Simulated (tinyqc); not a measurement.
Rayleigh-quotient iteration on a symmetric matrix, step by step. Computed by tinyqc, a small Python program that keeps every step. Settings: method = rayleigh, shift = 1.66. Command: `OMP_NUM_THREADS=1 python tinyqc.py 29221 29222 out.jsonl` (the two numbers bound the seeds that draw the settings). One thread of a shared host (Intel(R) Xeon(R) Processor @ 2.60GHz), about 0.01 s of CPU time with the checks.

## Step 1

A:
```
,1,2,3,4
1,0.364000,0.600000,0.397000,0.631000
2,0.600000,0.839000,-0.650000,-0.891000
3,0.397000,-0.650000,2.076000,-0.427000
4,0.631000,-0.891000,-0.427000,2.815000
```

vector v at the start: 0.500000  0.500000  0.500000  0.500000

shift = 1.660000

solve (A - shift) w = v; v' = w/|w| with its largest component positive (the first on a tie); lambda = v'^T A v'; the next shift is lambda.

vector after step 1: 0.602163  0.797796  -0.022272  0.020599

Rayleigh quotient after step 1 = 1.243912

## Step 2

As before.

vector after step 2: 0.720138  0.640751  0.229427  0.134919

Rayleigh quotient after step 2 = 1.129667

## Step 3

As before.

vector after step 3: 0.720229  0.651630  0.201969  0.125922

Rayleigh quotient after step 3 = 1.128502

## Course of the iteration

Stop when the residual |A v - lambda v| is below 1e-9.

Steps:
```
step,lambda,residual
1,1.24391223,4.26e-01
2,1.12966677,4.05e-02
3,1.12850244,3.60e-05
4,1.12850244,2.81e-14
```

all eigenvalues, for comparison: -0.629680  1.128502  2.363794  3.231384

Converged in 4 steps.
